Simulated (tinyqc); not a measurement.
From results back to parameters: exchange-split free-electron bands and tunnelling magnetoresistance. Five cases, with inputs chosen for the exercise.

Problem. The electron density n_up + n_dn and the polarisation of the density of states, P = (k_up - k_dn)/(k_up + k_dn), are given; EF and Dx are hidden.

Majority and minority bands E = c k^2/m -/+ Dx/2, c = hbar^2/2m0, so k_up = sqrt(m (EF + Dx/2)/c), k_dn = sqrt(m (EF - Dx/2)/c); n_s = k_s^3/(6 pi^2), D_s = m k_s/(4 pi^2 c).

Constants: hbar^2/2m0 = 3.80998211 eV angstrom^2.

Case 1.

Values chosen: m = 0.98 m0 (mass in the electrodes).
n = 0.0443266 1/angstrom^3
P = 0.081532

Case 2.

Values chosen: m = 1 m0 (mass in the electrodes).
n = 0.0632044 1/angstrom^3
P = 0.450072

Case 3.

Values chosen: m = 1.11 m0 (mass in the electrodes).
n = 0.0310828 1/angstrom^3
P = 0.238576

Case 4.

Values chosen: m = 1.23 m0 (mass in the electrodes).
n = 0.0415758 1/angstrom^3
P = 0.502391

Case 5.

Values chosen: m = 0.81 m0 (mass in the electrodes).
n = 0.0288934 1/angstrom^3
P = 0.523540

Find: k_up, k_dn; EF; Dx.

Solution. k_dn/k_up = (1 - P)/(1 + P); n then fixes k_up; EF is the mean and Dx the difference of the two kinetic energies.

Case 1.

k_up, k_dn (1/angstrom): 1.1764  0.9990

EF = 4.63 eV
Dx = 1.50 eV

Case 2.

k_up, k_dn (1/angstrom): 1.5254  0.5785

EF = 5.07 eV
Dx = 7.59 eV

Case 3.

k_up, k_dn (1/angstrom): 1.1431  0.7027

EF = 3.09 eV
Dx = 2.79 eV

Case 4.

k_up, k_dn (1/angstrom): 1.3343  0.4419

EF = 3.06 eV
Dx = 4.91 eV

Case 5.

k_up, k_dn (1/angstrom): 1.1841  0.3703

EF = 3.62 eV
Dx = 5.95 eV

Computed by tinyqc, one run a case: `OMP_NUM_THREADS=1 python tinyqc.py N N+1 out.jsonl` with N = 1680330, 1680357, 1680512, 1680658, 1680769; one thread of a shared Intel(R) Xeon(R) Processor @ 2.30GHz, about 0.01 s a run at most.
